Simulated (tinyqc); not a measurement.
AlGaN/GaN HEMT with access regions, lumped model: effect of the gate voltage.

A polarisation-induced electron sheet under a Schottky gate, in series with two ungated access regions and contacts. Drift law v = mu E/(1 + mu E/vs) under the gate. Currents in mA/mm, resistances in ohm mm. No self-heating, no channel-length modulation; fits for polarisation, barrier and offset are chosen for the exercise.

sigma = (5e13 x + 1.6e13 x^2) cm^-2, phiB = 0.84 + 1.3 x, dEc = 0.7 (1.71 x + x^2) in volts, Cb = eps0 eps_r/d, VT = phiB - dEc - q sigma/Cb, access density n0 = -Cb VT/q. Access resistance R(L, n) = L/(q mu n sqrt(1 - (I/(q n vs))^2)); Rs = Rc + R(Ls, n0), Rd = Rc + R(Ld, (1 - ft) n0). Vg' = Vg - I Rs, Vd' = Vd - I (Rs + Rd); with u = Vg' - VT, Vc = vs Lg/mu and w the smaller of Vd' and Vc [sqrt(1 + 2 u/Vc) - 1] (0 if negative), the channel gives (mu Cb/Lg)(u w - w^2/2)/(1 + w/Vc). I equals that channel current. Isat is I at Vd = 10 V, gm = dIsat/dVg, Ron the limit of Vd/I at small Vd.

Inputs (values chosen for the exercise); values close to those of AlGaN/GaN structures: aluminium share of the barrier x = 0.2; barrier thickness d = 25 nm; relative permittivity of barrier and channel eps_r = 9.1; channel mobility mu = 1400 cm^2/(V s); saturation velocity vs = 1.4e7 cm/s; gate length Lg = 0.25 um; source access length Ls = 0.5 um; drain access length Ld = 2 um; resistance of each contact Rc = 0.21 ohm mm; share of the drain-access electrons removed by traps ft = 0.

Constants: q = 1.602176634e-19 C, eps0 = 8.8541878128e-14 F/cm where lengths are in cm. Results are converted to the units shown.

The same in every row: VT (V) = -4.457; n0 (cm^-2) = 8.965e12.

Result of one run:
```
Vg (V)	Ron (ohm mm)	Isat (mA/mm)	gm (mS/mm)
-0.9	1.819	937.3	300.4
```

What becomes of these results when the gate voltage Vg is changed from -0.9 to -2.5 V, all else the same?

Result of the changed run:
```
Vg (V)	Ron (ohm mm)	Isat (mA/mm)	gm (mS/mm)
-2.5	1.946	462.7	288.2
```

The whole series:
```
Vg (V)	Ron (ohm mm)	Isat (mA/mm)	gm (mS/mm)
-4.1	3.216	47.55	196.5
-3.3	2.142	239.6	266.3
-2.5	1.946	462.7	288.2
-1.7	1.864	697.6	297.8
-0.9	1.819	937.3	300.4
-0.1	1.790	1176	296.1
0.7	1.771	1408	281.4
1.5	1.756	1622	247.4
```

As Vg goes from -4.1 to 1.5 V, Ron falls from 3.22 to 1.76 ohm mm, Isat rises from 47.6 to 1620 mA/mm and gm goes from 197 through a maximum of 300 (at Vg = -0.9 V among the rows listed) to 247 mS/mm. The ceiling Cb vs is 451 mS/mm. For Vg = -1.7 to 1.5 V the power passes 5 W/mm, where self-heating, left out here, lowers the current. At Vg = 1.5 V Vg comes within 0.2 V of phiB or passes it, so at low drain current, as for Ron, the Schottky gate would conduct.

Numbers from tinyqc (`OMP_NUM_THREADS=1 python tinyqc.py 2570115 2570116 out.jsonl`; about 0.02 s on one thread of a shared Intel Xeon 2.30GHz).
